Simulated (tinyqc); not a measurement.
Band offset from the macroscopic average of a supercell potential: one step. The potential line-up. Two cases, with inputs chosen for the exercise.

Problem. Read the macroscopic average in the middle of each region, j = 10 and j = 32, and its slope in A by a central difference over two points each way.

Give: plateau in A; plateau in B; dV = B - A; slope in A.

Case 1.

Values chosen (out of a larger set: gaps near those of Si and GaP; not measured data): h = 0.25 angstrom (grid step).

macroscopic average (eV): -9.17500  -8.48343  -7.86653  -7.44970  -7.24291  -7.13523  -7.09270  -7.07507  -7.07090  -7.07027  -7.07014  -7.07027  -7.07090  -7.07507  -7.09270  -7.13523  -7.24291  -7.44970  -7.86653  -8.48343  -9.17500  -9.86657  -10.48347  -10.90030  -11.10709  -11.21477  -11.25730  -11.27493  -11.27910  -11.27976  -11.27993  -11.27998  -11.27999  -11.27999  -11.27998  -11.27993  -11.27976  -11.27910  -11.27493  -11.25730  -11.21477  -11.10709  -10.90030  -10.48347  -9.86657

Solution.

plateau in A = -7.070 eV
plateau in B = -11.280 eV
dV = B - A = -4.210 eV
slope in A = 0.000 eV/angstrom

Case 2.

Values chosen (out of a larger set: gaps near those of GaAs and AlAs; not measured data): h = 0.25 angstrom (grid step).

macroscopic average (eV): -9.80000  -9.40465  -9.04618  -8.77783  -8.60981  -8.50158  -8.44759  -8.41831  -8.40690  -8.40339  -8.40232  -8.40339  -8.40690  -8.41831  -8.44759  -8.50158  -8.60981  -8.77783  -9.04618  -9.40465  -9.80000  -10.19535  -10.55382  -10.82217  -10.99019  -11.09843  -11.15244  -11.18176  -11.19328  -11.19711  -11.19883  -11.19947  -11.19975  -11.19975  -11.19947  -11.19883  -11.19711  -11.19328  -11.18176  -11.15244  -11.09843  -10.99019  -10.82217  -10.55382  -10.19535

Solution.

plateau in A = -8.402 eV
plateau in B = -11.200 eV
dV = B - A = -2.797 eV
slope in A = 0.000 eV/angstrom

The plateaus are flat, so the line-up is well defined.

Computed by tinyqc, one run a case: `OMP_NUM_THREADS=1 python tinyqc.py N N+1 out.jsonl` with N = 1851167, 1880556; one thread of a shared Intel(R) Xeon(R) Processor @ 2.30GHz, about 0.01 s a run at most.
